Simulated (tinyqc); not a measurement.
# Worked calculation: one electron in a tunnel-coupled double dot: charge qubit, sensing and quantum capacitance

Program tinyqc, `OMP_NUM_THREADS=1 python tinyqc.py 2470009 2470010 out.jsonl`; Intel Xeon 2.30GHz, shared host, one thread, about 0.01 s. Printed values are rounded.

Basis (left, right), H = [[ep/2, tc], [tc, -ep/2]], splitting Om = sqrt(ep^2 + 4 tc^2), ep = al times the gate voltage. In equilibrium the electron is on the right with the chance P_R = [1 + (ep/Om) tanh(Om/2 kB T)]/2.

Inputs (values chosen for the exercise): tunnel coupling tc = 27 ueV; electron temperature T = 0.03 K; lever arm of the gate on the detuning al = 0.22 eV/V; parasitic capacitance of the resonator Cp = 0.24 pF; resonator frequency f0 = 296 MHz; loaded quality factor Q = 39; deviation of quasi-static detuning noise se = 2.8 ueV; detuning ep = -87.9 ueV.

Constants: q = 1.602176634e-19 C, kB = 1.380649e-23 J/K, hbar = 1.054571817e-34 J s, h = 6.62607015e-34 J s, Vt = kB T/q. Results are converted to the units shown.

## Splitting and occupation

Also the frequency Om/h, the mixing angle arctan2(2 tc, ep) and the weight of the right dot in the ground state, (1 + ep/Om)/2.

Om = 103.162 ueV
Om/h = 24.9445 GHz
mixing angle = 148.436 degree
ground-state weight = 0.0739713
kB T = 2.58520 ueV
P_R = 0.0739713

## Capacitance seen by a resonator

q^2 al^2 dP_R/d(ep) splits into Cq = q^2 al^2 (2 tc^2/Om^3) tanh(Om/2 kB T) and Ct = q^2 al^2 (ep/Om)^2/(4 kB T cosh^2(Om/2 kB T)); Ct appears only if relaxation is faster than the drive. A resonator of frequency f0, capacitance Cp and quality factor Q shifts by df = -f0 Cq/(2 Cp) and its phase by -2 Q Cq/Cp.

Cq = 10.2980 aF
Ct = 1.01751e-14 aF
df = -6.35044 kHz
phase shift = -191.761 millidegree

## Dephasing by charge noise

Noise in ep shifts Om by (ep/Om) d + (2 tc^2/Om^3) d^2. For Gaussian d of deviation se the spread of Om is sqrt[(ep se/Om)^2 + 2 (2 tc^2 se^2/Om^3)^2], and T2* is estimated as sqrt(2) hbar/spread; Om T2*/h counts the oscillations within T2*.

first-order spread = 2.38576 ueV
second-order spread = 0.0147241 ueV
T2* = 0.390163 ns
oscillations within T2* = 9.73240

At ep = 0 the first-order term vanishes and T2* would be 9.07 ns.
